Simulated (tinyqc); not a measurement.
# On-chip interconnect, size-dependent resistivity and RC delay: two studies

A rectangular line between two neighbours and two ground planes. Surface and grain-boundary scattering are added to the bulk resistivity as corrections; capacitances are parallel-plate values without fringing; inductance is ignored.

Parameters, values chosen for the exercise; metal values close to those of cobalt: bulk resistivity rho0 = 6.1 uohm cm; bulk mean free path lam = 11.8 nm; specular share of surface scattering ps = 0; reflection coefficient of grain boundaries Rg = 0.28; grain size over the metal width gr = 1; drawn line width wd = 42 nm; aspect ratio, height over width AR = 1.7; liner on both walls and the bottom, not conducting tl = 0.7 nm; space to the neighbouring lines sp = 50 nm; dielectric height to the planes above and below hd = 86 nm; relative permittivity of the dielectric ek = 3.9; Miller factor of the neighbours Mf = 2; line length Lw = 230 um; driver resistance Rd = 4600 ohm; load capacitance Cl = 0.46 fF; bulk resistivity of the second metal (close to ruthenium) rho2 = 7.69 uohm cm; mean free path of the second metal lam2 = 6.45 nm; liner of the second metal tl2 = 0.4 nm.

Constants: eps0 = 8.8541878128e-12 F/m. Results are converted to the units shown.

Each table varies one quantity; the others keep the values above.

## Delay against the liner thickness

Metal width x = wd - 2 tl, height y = AR wd - tl; grain boundaries (Mayadas-Shatzkes): al = (lam/(gr x)) Rg/(1 - Rg), g = 1/[1 - 3 al/2 + 3 al^2 - 3 al^3 ln(1 + 1/al)] - 1; surfaces (Fuchs-Sondheimer, thick limit): s = (3/8) lam (1 - ps)(1/x + 1/y); rho = rho0 (1 + g + s); r = rho/(x y); c = eps0 ek (2 wd/hd + 2 Mf AR wd/sp). Elmore delay tE = Rd (c Lw + Cl) + r Lw (c Lw/2 + Cl); t50 is the time at which the far end of a ladder of 30 pi sections (half capacitances at both ends, Cl at the far end, a step applied through Rd) reaches half the step; line share r Lw/(Rd + r Lw); estimate 0.69 Rd (c Lw + Cl) + 0.38 r c Lw^2 + 0.69 r Lw Cl.

The same in every row: c (fF/um) = 0.2310.

Result of one run:

| tl (nm) | rho (uohm cm) | r (ohm/um) | tE (ps) | t50 (ps) | estimate (ps) | line share of the resistance (%) |
|---|---|---|---|---|---|---|
| 0.6 | 8.140 | 28.18 | 421.6 | 308.9 | 303.0 | 58.49 |

What becomes of these results when the liner on both walls and the bottom, not conducting tl is changed from 0.6 to 1.7 nm, all else the same?

Result of the changed run:

| tl (nm) | rho (uohm cm) | r (ohm/um) | tE (ps) | t50 (ps) | estimate (ps) | line share of the resistance (%) |
|---|---|---|---|---|---|---|
| 1.7 | 8.240 | 30.63 | 436.8 | 320.8 | 314.5 | 60.49 |

The whole series:

| tl (nm) | rho (uohm cm) | r (ohm/um) | tE (ps) | t50 (ps) | estimate (ps) | line share of the resistance (%) |
|---|---|---|---|---|---|---|
| 0 | 8.090 | 26.98 | 414.2 | 303.1 | 297.3 | 57.43 |
| 0.6 | 8.140 | 28.18 | 421.6 | 308.9 | 303.0 | 58.49 |
| 1.1 | 8.184 | 29.25 | 428.3 | 314.1 | 308.0 | 59.39 |
| 1.7 | 8.240 | 30.63 | 436.8 | 320.8 | 314.5 | 60.49 |
| 2.3 | 8.299 | 32.11 | 446.1 | 328.0 | 321.5 | 61.62 |
| 2.9 | 8.361 | 33.72 | 456.0 | 335.8 | 329.1 | 62.77 |
| 3.4 | 8.416 | 35.16 | 465.0 | 342.7 | 335.9 | 63.74 |
| 4 | 8.487 | 37.03 | 476.7 | 351.8 | 344.7 | 64.93 |

As tl goes from 0 to 4, r rises from 27.0 to 37.0 ohm/um, c stays at 0.231 fF/um and t50 rises from 303 to 352 ps. t50/tE lies between 0.732 and 0.738, and the estimate is within 2.0 % of t50.

## Two metals against line width

Metal width x = wd - 2 tl, height y = AR wd - tl; grain boundaries (Mayadas-Shatzkes): al = (lam/(gr x)) Rg/(1 - Rg), g = 1/[1 - 3 al/2 + 3 al^2 - 3 al^3 ln(1 + 1/al)] - 1; surfaces (Fuchs-Sondheimer, thick limit): s = (3/8) lam (1 - ps)(1/x + 1/y); rho = rho0 (1 + g + s); r = rho/(x y). The second metal has rho2, lam2 and tl2 in place of rho0, lam and tl; ps, Rg, gr and AR are shared.

Two metals against line width:

| wd (nm) | rho, first (uohm cm) | rho, second (uohm cm) | r, first (ohm/um) | r, second (ohm/um) | ratio second/first |
|---|---|---|---|---|---|
| 5 | 27.72 | 20.82 | 9871 | 6120 | 0.6200 |
| 6.5 | 21.58 | 17.46 | 4088 | 2876 | 0.7034 |
| 8 | 18.18 | 15.47 | 2135 | 1628 | 0.7626 |
| 10 | 15.45 | 13.82 | 1102 | 904.8 | 0.8210 |
| 13 | 13.09 | 12.34 | 527.3 | 466.1 | 0.8838 |
| 17 | 11.34 | 11.21 | 257.7 | 242.8 | 0.9421 |
| 22 | 10.09 | 10.39 | 133.5 | 132.5 | 0.9926 |
| 30 | 8.992 | 9.660 | 62.51 | 65.38 | 1.046 |
| 45 | 8.010 | 8.997 | 24.24 | 26.75 | 1.104 |
| 70 | 7.321 | 8.528 | 9.021 | 10.39 | 1.152 |
| 120 | 6.809 | 8.178 | 2.824 | 3.370 | 1.193 |

Read the table: what changes, and by how much?

The resistivity of the first metal falls from 27.7 to 6.81 uohm cm and that of the second goes from 20.8 to 8.18 uohm cm as the line widens. The products rho0 lam, which set the size effect, are 72.0 and 49.6 uohm cm nm. The two resistances cross at wd = 22.9 nm: below it the second metal gives the lower line resistance. For widths well under the mean free path the thick-limit surface term is only a guide.

Computed by the program tinyqc: `OMP_NUM_THREADS=1 python tinyqc.py 2100052 2100053 out.jsonl`, one thread of a shared Intel Xeon 2.30GHz, about 0.01 s for the whole run.
